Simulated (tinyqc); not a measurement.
Inside a calculation. Model: random telegraph noise from one oxide trap in a small MOSFET.

Numbers from tinyqc (`OMP_NUM_THREADS=1 python tinyqc.py 2710053 2710054 out.jsonl`; about 0.01 s on one thread of a shared Intel Xeon 2.30GHz). Printed values are rounded.

An acceptor-like trap exchanges electrons with the channel. Inversion charge Q = Cox u, u = n Vt W0(exp((Vg - VT)/(n Vt))), W0 the Lambert function, n = nf, Cox = eps0 eox/tox; linear regime Id = (W/L) mu Q Vd. Relative to threshold the surface potential rises by Vt ln(u/u0) and the oxide voltage by the rest of Vg - VT, with u0 = n Vt W0(1).

Values chosen for this exercise; values of the order met in silicon transistors:
- T = 200 K (temperature)
- eox = 3.9 (relative permittivity of the gate insulator (close to silicon dioxide))
- tox = 1.2 nm (insulator thickness)
- xt = 0.35 nm (depth of the trap from the channel interface)
- E0 = 0.09 eV (trap level above the channel Fermi level at threshold)
- s0 = 1e-17 cm^2 (capture prefactor)
- EB = 0.32 eV (capture barrier (lattice relaxation))
- lt = 0.12 nm (tunnelling decay length)
- vth = 1.2e7 cm/s (thermal velocity)
- zi = 2.1 nm (thickness of the inversion layer)
- VT = 0.28 V (threshold voltage)
- nf = 1.14 (body factor)
- W = 47 nm (gate width)
- L = 110 nm (gate length)
- mu = 200 cm^2/(V s) (mobility)
- asc = 0 V s (scattering coefficient of the charged trap)
- Vd = 0.05 V (drain voltage)
- Vg = 0.48 V (gate voltage)

Constants: q = 1.602176634e-19 C, kB = 1.380649e-23 J/K, Vt = kB T/q, eps0 = 8.8541878128e-14 F/cm where lengths are in cm. Results are converted to the units shown.

Range of the model: VT is taken as given; short-channel effects and the uneven flow of current among few electrons are left out.

## Trap level, time constants and occupancy

N = Cox u/q; dpsi = Vt ln(u/u0); E = E0 - dpsi - (xt/tox)(Vg - VT - dpsi); capture time tc = 1/[(N/zi) vth s0 exp(-xt/lt - EB/Vt)]; emission time te = tc exp(-E/Vt); occupancy te/(tc + te).

u = 0.1589270 V
N = 2.854430e12 cm^-2
dpsi = 0.04580349 V
E = -7.774708e-4 eV
tc = 1.311765 s
te = 1.372295 s
occupancy = 0.5112758

The trap lies 0.045 Vt below the Fermi level, so it is filled most of the time.

## Step height

A = W L; threshold step dV = q (1 - xt/tox)/(Cox A); gm/Id = 1/(u + n Vt); relative step dI/I = (gm/Id) dV + asc mu/A. Id as defined.

electrons in the channel N A = 147.5740
dV = 0.7628259 mV
gm/Id = 5.599904 1/V
number part of dI/I = 0.4271752 %
dI/I = 0.4271752 %
Id = 1.954047 uA
dI = 8.347201 nA

## Lorentzian spectrum

Spectrum S(f) = 4 dI^2/{(tc + te)[(1/tc + 1/te)^2 + (2 pi f)^2]}; corner fc = (1/tc + 1/te)/(2 pi); variance dI^2 tc te/(tc + te)^2. Give S at f = 0, at fc and at 10 fc.

fc = 0.2373061 Hz
S(0) = 4.670594e-17 A^2/Hz
S(fc) = 2.335297e-17 A^2/Hz
S(10 fc) = 4.624351e-19 A^2/Hz
rms current = 4.172539 nA

The rms value is 0.500 of the step; it reaches its largest share, 1/2, when tc = te.
